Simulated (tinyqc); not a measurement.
Heat flow across a film from the phonon Boltzmann equation in the relaxation-time approximation: one step, computed by the program tinyqc. Command: `OMP_NUM_THREADS=1 python tinyqc.py 3005142 3005143 out.jsonl slabbte walk`. One thread of a shared host (Intel(R) Xeon(R) Processor @ 2.30GHz), about 0.01 s of CPU time with the checks.

Two black walls, hot at x = 0 and cold at x = L, emit phonons isotropically. For one free path Lambda, with tau = x/Lambda, tau_L = L/Lambda and phi = (T - T_cold)/Delta T, energy balance gives phi(tau) = (1/2) [E2(tau) + int_0^tau_L phi(s) E1(|tau - s|) ds]; E_n are the exponential integrals. The flux over the ballistic flux C v Delta T/4 is psi = 1 - 2 int_0^tau_L phi(s) E2(s) ds, and kappa_eff/kappa = (3/4) tau_L psi. kappa = C v Lambda/3 is an input, so at fixed kappa a longer free path means a smaller C v.

Question. The small linear system for Lambda_1. Cut the film into n equal cells with constant phi, collocated at the centres c_i: the kernel integrates to A_ij = |E2(|c_i - e_j|) - E2(|c_i - e_(j+1)|)|/2 for cell edges e_j, and A_ii = 1 - E2(half a cell); solve (1 - A) phi = E2(c)/2; psi = 1 - 2 sum_j phi_j [E3(e_j) - E3(e_(j+1))].

Inputs (values chosen for the exercise, modelled on gallium arsenide): film thickness L = 13 nm; free path Lambda_1 = 74 nm; cells n in the small system = 4.

Give: optical thickness tau_L; 1 - A; right-hand side E2(c)/2; flux weights E3(e_j) - E3(e_(j+1)).

Answer.

optical thickness tau_L = 0.17568

1 - A, lower triangle (symmetric):
```
          1         2         3        4
1   0.90662
2  -0.05790   0.90662
3  -0.04286  -0.05790   0.90662
4  -0.03473  -0.04286  -0.05790  0.90662
```

right-hand side E2(c)/2: 0.45331  0.39541  0.35255  0.31782

flux weights E3(e_j) - E3(e_(j+1)): 0.040001  0.034783  0.030996  0.027936
